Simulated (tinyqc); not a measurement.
Surface photovoltage measurement of the minority-carrier diffusion length in a wafer. Changing the back recombination velocity S_b. Computed by tinyqc, a small Python program. Command: `OMP_NUM_THREADS=1 python tinyqc.py 3130153 3130154 out.jsonl spv sweep`. One thread of a shared host (Intel(R) Xeon(R) Processor @ 2.30GHz), about 0.02 s of CPU time with the checks.

Low injection, steady light, a depletion layer much thinner than 1/alpha and L. The excess density dn is taken at the front edge of the neutral region; light that reaches the back is lost.

Inputs (values chosen for the exercise, modelled on p-type silicon at room temperature): diffusion length L = 25 micrometre; wafer thickness W = 775 micrometre; diffusivity D = 32.3 cm^2/s; front recombination velocity S_f = 11000 cm/s; photon flux entering = 1.7e+13 1/(cm^2 s); minority density at the surface barrier scale n_0 = 1.4e+10 1/cm^3; temperature T = 298 K; wavelength = 990 nm; relative noise of each reading = 0 %; diffusion length after pair splitting over L = 0.42; iron factor C = 1.06e+16 micrometre^2/cm^3.

normal deviates g for the noise: [0.55, -1.28, -0.37, 0.67, -0.16, 0.28, -1.30]

Constants: k_B = 8.617333262e-05 eV/K.

Method:
- alpha = (84.732/lambda - 76.417)^2 per cm with lambda in micrometre (an empirical fit for silicon between 0.7 and 1.05 micrometre).
- Thick wafer: dn = Phi L/((S_f + D/L)(L + 1/alpha)). Finite wafer, with s = S_b L/D, w = W/L, a = alpha L: dn = [Phi a/(a^2 - 1)] [a - B - exp(-alpha W)(a - s)/(cosh w + s sinh w)]/(S_f + B D/L), B = (sinh w + s cosh w)/(cosh w + s sinh w).
- Photovoltage V = (k_B T/e) ln(1 + dn/n_0). Lifetime = L^2/D.
- Readings y = (Phi/dn) (1 + noise x g) at 780, 830, 880, 920, 950, 975 and 995 nm; a least-squares line y = c (1/alpha + L_app) gives L_app = intercept/slope.
- Splitting iron-boron pairs in boron-doped silicon shortens L; with nothing else changing, [Fe] = C (1/L_after^2 - 1/L^2). It is evaluated with the true lengths and with the apparent ones (without noise), which differ when the wafer is not thick against L.

One run for each value; columns: (1) back recombination velocity S_b (cm/s); (2) apparent length L_app (micrometre); (3) B; (4) dn, finite wafer (1/cm^3); (5) bias, apparent over true less 1 (rounded to 0.001) (%):
```
(1)       (2)  (3)         (4)  (5)
1.00e+00   25    1  1.2347e+08    0
1.00e+01   25    1  1.2347e+08    0
1.00e+02   25    1  1.2347e+08    0
1.00e+03   25    1  1.2347e+08    0
1.00e+04   25    1  1.2347e+08    0
1.00e+05   25    1  1.2347e+08    0
1.00e+06   25    1  1.2347e+08    0
1.00e+07   25    1  1.2347e+08    0
```

What does the table show?

Over the rows, apparent length L_app (micrometre) does not change; B does not change; dn, finite wafer (1/cm^3) does not change.

Extremes, crossings and ranges named in words are read from the listed rows.
